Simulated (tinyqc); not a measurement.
Current of a Schottky diode by thermionic-emission-diffusion theory, and its read-back from I-V-T and C-V data: one step, computed by the program tinyqc.

Full ionisation, no tunnelling, no recombination current. V is the voltage across the junction itself, forward positive.

Problem. Current. N_c(T) = N_c (T/300 K)^(3/2); V_bi = phi_0 - (k_B T/e) ln(N_c(T)/N); surface field F = sqrt(2 e N (V_bi - V - k_B T/e)/(eps eps_0)); image lowering d_phi = sqrt(e F/(4 pi eps eps_0)); effective barrier phi = phi_0 - d_phi. Collection velocity v_R = A* T^2/(e N_c(T)); diffusion velocity v_D = mu F; J = e N_c(T) v_R/(1 + v_R/v_D) exp(-phi/k_B T) [exp(e V/k_B T) - 1]. Terminal voltage V + J R_s.

Inputs (values chosen for the exercise, modelled on p-type silicon):

| quantity | value | unit |
|---|---|---|
| Richardson constant A* | 33.3 | A/(cm^2 K^2) |
| effective density of states at 300 K, N_c | 2.6e+19 | 1/cm^3 |
| permittivity eps | 11.7 | - |
| mobility mu | 430 | cm^2/(V s) |
| barrier without image force phi_0 | 0.569 | eV |
| doping N | 2.2e+17 | 1/cm^3 |
| series resistance R_s | 0.27 | milliohm cm^2 |
| junction voltage V | 0.24 | V |
| temperature T | 423 | K |

Barrier: uniform.

Constants: k_B = 8.617333262e-05 eV/K; e = 1.602176634e-19 C; eps_0 = 8.8541878128e-12 F/m.

Give: v_R; v_D; current density J; terminal voltage.

Solution.

v_R = 8.543e+05 cm/s

v_D = 3.544e+07 cm/s

current density J = 1674 A/cm^2

terminal voltage = 0.6920 V

v_D/v_R = 41.5: emission over the barrier limits the current.
